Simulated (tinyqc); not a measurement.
From results back to parameters: buckled dimers of a reconstructed (001) surface, two dangling bonds a dimer. Two cases, with inputs chosen for the exercise.

Problem. With tp the pi coupling of the two dangling bonds, gm their shift per height and kf the force constant (elastic energy kf z^2), an isolated buckled dimer has gap 2 gm^2/kf, buckling z with (gm z)^2 + tp^2 = (gm^2/kf)^2, and charge gm z/(gm^2/kf) moved to the up atom. The values come from hidden parameters.

Find: tp; gm; kf.

Method. With x half the gap and c the charge: tp = x sqrt(1 - c^2), gm = x c/z, kf = gm^2/x.

Case 1.

gap = 0.920068 eV
z = 0.184255 angstrom
charge moved = 0.929216 e

Solution.

tp = 0.17 eV
gm = 2.32 eV/angstrom
kf = 11.7 eV/angstrom^2

Case 2.

gap = 1.440056 eV
z = 0.387311 angstrom
charge moved = 0.866037 e

Solution.

tp = 0.36 eV
gm = 1.61 eV/angstrom
kf = 3.6 eV/angstrom^2

Computed by tinyqc, one run a case: `OMP_NUM_THREADS=1 python tinyqc.py N N+1 out.jsonl` with N = 1481270, 1481280; one thread of a shared Intel(R) Xeon(R) Processor @ 2.30GHz, about 0.06 s a run at most.
